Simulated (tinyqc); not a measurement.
Changing the width of the test line: electron-beam lithography: double-Gaussian proximity function, edge placement and dose correction for parallel lines. Computed by tinyqc, a small Python program. Command: `OMP_NUM_THREADS=1 python tinyqc.py 3110285 3110286 out.jsonl proximity sweep`. One thread of a shared host (Intel(R) Xeon(R) Processor @ 2.30GHz), about 0.01 s of CPU time with the checks.

Lines are infinitely long. Absorbed energy is counted so that the middle of a very large area written at dose 1 receives 1; the resist develops where it exceeds 1/2.

Inputs (values chosen for the exercise, of the order of those for 100 keV electrons in resist on silicon): forward range alpha = 0.016 micrometre; backscatter ratio eta = 0.68; base dose D0 = 880 microcoulomb/cm^2; pattern density around the test line = 0.75.

Method. A test line of width w << beta in surroundings of density rho, all at dose d: near its edge E(x) = d [S + eta rho]/(1 + eta), S = [erf((b - x)/alpha) - erf((a - x)/alpha)]/2 for edges a and b, the second term being the background energy. Dose to size d_s = (1 + eta)/(erf(w/alpha) + 2 eta rho), dose = d_s D0; edge slope d [1 - exp(-w^2/alpha^2)]/(sqrt(pi) alpha (1 + eta)); width change per 1 % of dose = 2 x 0.01 x (1/2)/slope.

One run for each value:
```
width of the test line (micrometre)  dose to size d_s  width change per 1 % of dose (nm)  edge slope (1/nm)
0.0064                                          1.160                              2.778            0.00360
0.0100                                          1.022                              1.441            0.00694
0.0170                                          0.890                              0.791            0.01264
0.0270                                          0.839                              0.603            0.01658
0.0450                                          0.832                              0.573            0.01745
0.0730                                          0.832                              0.573            0.01746
0.1200                                          0.832                              0.573            0.01746
0.1900                                          0.832                              0.573            0.01746
```

What does the table show, and why?

Over the rows, dose to size d_s falls from 1.16 to 0.832, flat over part of the range; width change per 1 % of dose (nm) falls from 2.78 to 0.573, flat over part of the range; edge slope (1/nm) rises from 0.00360 to 0.0175, flat over part of the range. Forward scattering raises the dose needed once w falls below about 1.5 alpha, where erf(w/alpha) drops visibly below 1.
